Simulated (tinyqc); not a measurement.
Photoconductance decay in a wafer: bulk and surface recombination modes, and iron detection by pair splitting: one step, computed by the program tinyqc. Command: `OMP_NUM_THREADS=1 python tinyqc.py 3113655 3113656 out.jsonl pcd walk`. One thread of a shared host (Intel(R) Xeon(R) Processor @ 2.30GHz), about 0.01 s of CPU time with the checks.

Both faces of the wafer have the same S; injection is low and all coefficients are constant. x runs from -W/2 to W/2.

Problem. Effective lifetime. Even modes cos(a x) obey b tan b = S W/(2 D) with b = a W/2, odd modes sin(a x) obey -b cot b = S W/(2 D); each decays at the rate 1/tau_b + D a^2. tau_eff is the decay time of the first mode. The surface time is 1/(D a^2) of that mode; shortcuts for it are W/(2 S), W^2/(pi^2 D) and their sum, whose error is sum/surface time - 1.

Inputs (values chosen for the exercise, modelled on p-type silicon):

| quantity | value | unit |
|---|---|---|
| thickness W | 725 | micrometre |
| diffusivity D | 23.1 | cm^2/s |
| bulk lifetime tau_b without iron | 27 | microsecond |
| surface recombination velocity S | 14000 | cm/s |

Give: tau_eff; surface time; W/(2 S); W^2/(pi^2 D); error of the sum; tau_eff/tau_b.

Solution.

tau_eff = 13.03 microsecond

surface time = 25.20 microsecond

W/(2 S) = 2.589 microsecond

W^2/(pi^2 D) = 23.05 microsecond

error of the sum = 1.771 %

tau_eff/tau_b = 0.4827

The surfaces are fast, and diffusion to them sets the surface time. tau_eff is only 0.48 of tau_b, so it understates the bulk lifetime.
